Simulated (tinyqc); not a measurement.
Worked calculation: Tamm state at the end of a one-band chain. Values are carried at full precision from step to step, so a last printed digit may differ when a step is redone from the rounded ones.

A half-infinite chain with site energy 0 and hopping -t, band E = -2t cos(ka); the end site has energy D. The surface Green function of the unperturbed half chain is g = (E -/+ sqrt(E^2 - 4t^2))/(2t^2), the root with |t g| <= 1 and Im g <= 0, and with the shift G = g/(1 - D g).

Inputs chosen for the exercise:
- t = 0.77 eV (hopping)
- D = 1.56 eV (shift of the end site)
- a = 3.8 angstrom (spacing)
- N = 7 (sites)
- E = 1.12 eV (energy in the band)

## The bound state

Amplitudes z^n solve the chain for E = -t (z + 1/z); the end site demands z = -t/D, bound if |z| < 1. Then E = D + t^2/D, weight on the end site 1 - z^2, decay length -a/ln|z|.

z = -0.4936
E = 1.9401 eV
weight on the end site = 0.7564
decay length of the amplitude = 5.382 angstrom

The state lies 0.4001 eV above the band, and its amplitude alternates in sign from site to site.

## A finite chain

Write H for N sites.

H (eV):
```
,1,2,3,4,5,6,7
1,1.560,-0.770,0,0,0,0,0
2,-0.770,0,-0.770,0,0,0,0
3,0,-0.770,0,-0.770,0,0,0
4,0,0,-0.770,0,-0.770,0,0
5,0,0,0,-0.770,0,-0.770,0
6,0,0,0,0,-0.770,0,-0.770
7,0,0,0,0,0,-0.770,0
```

## Levels of the finite chain

Diagonalise; give the weight of each level on site 1.

levels (eV): -1.4006  -1.0068  -0.4269  0.2378  0.8692  1.3472  1.9400

weights on site 1: 0.0054  0.0202  0.0409  0.0609  0.0696  0.0463  0.7567

The split-off level differs from the half-infinite value by -0.045 meV, the pull of the far end.

## Local density of states in the band

Form g and G at E; the surface density is -Im G/pi, the bulk density 1/(pi sqrt(4t^2 - E^2)).

g = 0.9445-0.8914i 1/eV
G = -0.7817-0.4131i 1/eV

densities (1/eV): clean end 0.2837, shifted end 0.1315, bulk 0.3012

## Checks

- Pole of G, 1 - D g(E) = 0, at the bound level: both 1.00000.

Run: tinyqc, `OMP_NUM_THREADS=1 python tinyqc.py 1480134 1480135 out.jsonl`; Intel(R) Xeon(R) Processor @ 2.30GHz, one thread, shared host; about 0.01 s of CPU time with all checks.
